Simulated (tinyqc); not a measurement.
Band offset of a heterojunction with an interface dipole (two-band chains, self-consistent charge): sweeps and comparisons. A value that a table varies takes the place of the one given here.

Sites alternate A, C. Left: A at -G1/2, C at +G1/2, hopping -t1; right: A at D - G2/2, C at D + G2/2, hopping -t2; the bonds across the two interfaces of a ring (C left to A right, C right to A left) have -sqrt(t1 t2). D is the offset of the mid-gaps, so Ev(right) - Ev(left) = D - (G2 - G1)/2 and Ec(right) - Ec(left) = D + (G2 - G1)/2. The closing bond has its sign reversed (antiperiodic ring). Half the levels are filled with two electrons each. The charge moved is q = (electrons on the left) less one a site; the mean over the two interfaces, q/2, is taken as the charge that crosses each, and its dipole opposes the offset: D = D0 - u q/2.

From here on the ring has 24 cells a side.

Values chosen for the exercise (gaps near those of GaN and AlN; the chains and D0 are free models, so the offsets are not those of the real pair; shifted at random, so the results belong to these values and not to a real crystal):
- G1 = 3.34 eV (gap on the left)
- G2 = 5.88 eV (gap on the right)
- t1 = 2.62 eV (hopping on the left)
- t2 = 2.14 eV (hopping on the right)
- u = 5.3 eV (potential step per electron moved across)
- D0 = 1.42 eV (mid-gap of the right side above that of the left, without dipole)

## Where the moved charge sits

D = 1.12257 eV

Electrons in cell k from an interface at the self-consistent D, less those at D = 0. Interface 1 joins C left to A right, interface 2 C right to A left. The decay lengths 1/(2 kappa a) are those of mid-gap states, cosh(kappa a) = 1 + G^2/(8 t^2).

Change of the electron count:
```
k,left of 1,right of 1,left of 2,right of 2
1,0.05383,-0.06310,0.03641,-0.04267
2,0.01010,-0.00369,0.00670,-0.00235
3,0.00234,-0.00025,0.00155,-0.00015
4,0.00058,-0.00002,0.00039,-0.00001
5,0.00015,0.00000,0.00010,0.00000
6,0.00004,0.00000,0.00003,0.00000
```

decay lengths (cells): left 0.797, right 0.389

Over six cells interface 1 moves +0.0670 electrons to the left side and -0.0671 to the right, interface 2 +0.0452 and -0.0452: each change is a dipole, and the two differ because the bonds join different sites. The first cells hold 87 % of it at interface 1. The tail is longer on the left, where the gap is smaller against the hopping: from k = 2 to 4 it falls by a factor 17.5, and pure mid-gap decay would give 12.3; the exponential carries a prefactor that falls as a power of the distance, so the first cells drop faster.

## Screening of the starting offset

chi = 0.096663 1/eV

D0 is varied; the self-consistent D is found by bisection. chi = dq/dD at D = 0; the linear rule is D = S D0 with S = 1/(1 + u chi/2). The gap of the junction closes (type III) at |D| = (G1 + G2)/2.

Against D0:
```
2 D0/(G1 + G2),D0 (eV),q at D0,D (eV),D/D0,linear (eV)
-0.85,-3.918,-0.5616,-2.9628,0.7561,-3.1194
-0.55,-2.535,-0.2905,-1.9744,0.7787,-2.0185
-0.30,-1.383,-0.1407,-1.0937,0.7908,-1.1010
-0.15,-0.692,-0.0677,-0.5496,0.7948,-0.5505
0.10,0.461,0.0448,0.3667,0.7955,0.3670
0.25,1.153,0.1154,0.9133,0.7924,0.9175
0.50,2.305,0.2566,1.8017,0.7817,1.8350
0.80,3.688,0.5064,2.8043,0.7604,2.9359
0.95,4.380,0.6912,3.2716,0.7470,3.4864
```

D/D0 lies between 0.747 and 0.795, against S = 0.796 from chi at D = 0; the linear rule misses by at most 215 meV. q is odd in D. Less than half of the starting offset is screened, so the natural line-up still counts most.

## Wider gaps screen less

G2 is varied. chi = (q(+0.01) - q(-0.01))/0.02 at D = 0, S = 1/(1 + u chi/2).

Against G2:
```
G2 (eV),chi (1/eV),S
0.7,0.26896,0.5839
1.1,0.24021,0.6110
1.5,0.21757,0.6343
2.3,0.18274,0.6737
3.4,0.14784,0.7185
5.5,0.10286,0.7858
7.0,0.08087,0.8235
9.0,0.05972,0.8634
```

chi falls from 0.2690 to 0.0597 1/eV, a factor 4.5, and S rises from 0.584 to 0.863: charge crosses through the tails of states that tunnel into the other gap, and these shorten as the gap widens. u is kept fixed, though a wider gap also screens less and would raise it.

## What each parameter does

Self-consistent D by bisection, q there, and the two offsets. Each row changes one parameter from the base and keeps the others.

Results:
```
case,D (eV),q,valence offset (eV),conduction offset (eV)
base,1.1226,0.1122,-0.1474,2.3926
G1 = 3.841 eV,1.1394,0.1059,0.1199,2.1589
G2 = 6.762 eV,1.1545,0.1002,-0.5565,2.8655
t1 = 3.013 eV,1.1180,0.1140,-0.1520,2.3880
t2 = 2.461 eV,1.1153,0.1150,-0.1547,2.3853
D0 = 1.633 eV,1.2881,0.1302,0.0181,2.5581
u = 6.095 eV,1.0889,0.1087,-0.1811,2.3589
```

The largest shifts from the base row, up to three for each result and ties (the steps differ in size, so this ranks the rows, not the parameters). D (eV): D0 +0.1655, u -0.0337, G2 +0.0319. q: D0 +0.0179, G2 -0.0120, G1 -0.0064. valence offset (eV): G2 -0.4091, G1 +0.2673, D0 +0.1655. conduction offset (eV): G2 +0.4729, G1 -0.2337, D0 +0.1655.

(tinyqc, `OMP_NUM_THREADS=1 python tinyqc.py 1482751 1482752 out.jsonl`, Intel(R) Xeon(R) Processor @ 2.30GHz, 1 thread, shared host, about 0.4 s.)
